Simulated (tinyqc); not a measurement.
Worked calculation: grain growth, pinning, strength and diffusional creep of a polycrystal or thin film. Computed by tinyqc, a small Python program that keeps every step. Command: `OMP_NUM_THREADS=1 python tinyqc.py 3027070 3027071 out.jsonl grain walk`. One thread of a shared host (Intel(R) Xeon(R) Processor @ 2.30GHz), about 0.01 s of CPU time with the checks. Intermediate numbers are printed to about 6 digits and carried at full precision; extremes and crossings named in words are read from the listed rows.

One mean grain size d describes the structure.

Inputs (values chosen for the exercise, for a model solid):
```
quantity                                    value        unit
shear modulus G                              75.1         GPa
Burgers vector b                             3.84    angstrom
atomic volume Omega                         20.02  angstrom^3
boundary energy gamma                        0.73       J/m^2
mobility prefactor M0                     4.5e-07   m^4/(J s)
activation energy of boundary motion Q_m     4.06          eV
anneal temperature T                         2083           K
anneal time t                                 380           s
initial grain size d0                          38          nm
particle volume fraction f                  0.011           -
particle radius r                              20          nm
film thickness h                             1500          nm
surface energy gamma_s                        1.5       J/m^2
friction stress sigma_0                       330         MPa
Hall-Petch slope k_y                         0.28   MPa m^0.5
lattice diffusion energy Q_l                 4.12          eV
boundary diffusion energy Q_b                2.33          eV
lattice prefactor D0                      3.3e-05       m^2/s
boundary prefactor delta D0b              2.6e-15       m^3/s
applied stress sigma                          110         MPa
service temperature T_c                       799           K
```

Sample: thin film on a substrate.

Constants: k_B = 8.617333262e-05 eV/K; k_B = 1.380649e-23 J/K.

## Mobility and the sizes at which growth stops

M = M0 exp(-Q_m/(k_B T)). The driving pressure is 2 gamma/d. Zener pinning pressure 3 f gamma/(2 r) stops growth at d_Z = 4 r/(3 f). Grooves where boundaries meet the surface have the angle theta = arcsin(gamma/(2 gamma_s)) and are taken to stop growth at d_h = h/(2 theta), a few film thicknesses; the limit is 1/d_lim = 1/d_Z + 1/d_h.

mobility M = 6.76272e-17 m^4/(J s)

Zener size d_Z = 2424.24 nm

groove angle theta = 0.245801 rad

groove limit d_h = 3051.25 nm

limit d_lim = 1350.92 nm

The particles set the tighter limit.

## Grain size after the anneal

dd/dt = 2 M gamma (1/d - 1/d_lim) integrates to 2 M gamma t = d_lim (d0 - d) + d_lim^2 ln[(d_lim - d0)/(d_lim - d)]; without pinning d^2 = d0^2 + 4 M gamma t.

size without pinning = 276.556 nm

grain size d = 258.058 nm

Pinning holds d to 93 % of the free value.

## Yield stress

Hall-Petch term k_y/sqrt(d). Orowan term 3.06 x 0.4 G b ln(2 rbar/b)/(pi lambda sqrt(1 - nu)) with nu = 1/3, rbar = sqrt(2/3) r, lambda = rbar (sqrt(pi/f) - 2). Film term (threading dislocation, matched substrate, the geometry of an fcc (111) film taken for all cases): 3.464 G b ln(2 h/b)/(4 pi (1 - nu) h). The terms are added to sigma_0.

Hall-Petch term = 551.187 MPa

Orowan term = 251.298 MPa

film term = 71.2551 MPa

yield stress = 1203.74 MPa

The largest term is the Hall-Petch one. The anneal changed the Hall-Petch term from 1436 to 551 MPa. Caution: the grains are smaller than the film is thick, so they are not columnar, and the groove drag and film term are overstated.

## Diffusional creep at T_c

Nabarro-Herring rate = 14 sigma Omega D_l/(k_B T d^2), D_l = D0 exp(-Q_l/(k_B T)); Coble rate = 14 pi sigma Omega delta D_b/(k_B T d^3), delta D_b = delta D0b exp(-Q_b/(k_B T)); they are equal at d_x = pi delta D_b/D_l.

Nabarro-Herring rate = 1.42591e-17 1/s

Coble rate = 2.67055e-09 1/s

crossover size d_x = 4.83311e+07 micrometre

time to 1 % strain = 3.74455e+06 s

Boundary diffusion carries the creep, by a factor 1.9e8. Caution: sigma Omega is not small against k_B T, as the linear creep laws assume.

## Strength against creep resistance

Hall-Petch term k_y/sqrt(d).

At T_c and sigma:
```
d (nm)  Hall-Petch term (MPa)  Nabarro-Herring (1/s)  Coble (1/s)  time to 1 % (s)
30                    1616.58            1.05508e-15  1.69977e-06      5.88316e+03
100                    885.44            9.49570e-17  4.58937e-08      2.17895e+05
300                    511.21            1.05508e-17  1.69977e-09      5.88316e+06
1000                   280.00            9.49570e-19  4.58937e-11      2.17895e+08
3000                   161.66            1.05508e-19  1.69977e-12      5.88316e+09
10000                   88.54            9.49570e-21  4.58937e-14      2.17895e+11
100000                  28.00            9.49570e-23  4.58937e-17      2.17894e+14
```

From 100 micrometre to 30 nm grains the Hall-Petch term grows 58 times, while the time to 1 % strain shrinks by 10.6 decades. Coble creep rules in 7 of the seven rows (d_x is a millimetre or more). Fine grains resist slip but creep fast. The Hall-Petch value at 30 nm is at the edge of that law, and in a film grains much larger than h lose atoms to the surfaces instead.

## Growth with time

The formulas are those given above.

At T:
```
t (s)  free growth (nm)  pinned growth (nm)   d/d_lim
28                83.51               81.95  0.060664
92               140.04              135.34  0.100180
280              238.19              224.46  0.166150
920              427.92              384.01  0.284257
2800             744.56              614.54  0.454903
9200            1348.40              942.25  0.697486
28000           2351.73             1231.63  0.911694
92000           4262.49             1347.49  0.997459
```

The apparent exponent d ln d/d ln t of the pinned growth is at most about 0.45, below the ideal 1/2, and falls to 0.076 in the last rows: pinning hides it late.

Checks made by the program: d against numerical integration (relative difference 3e-09).
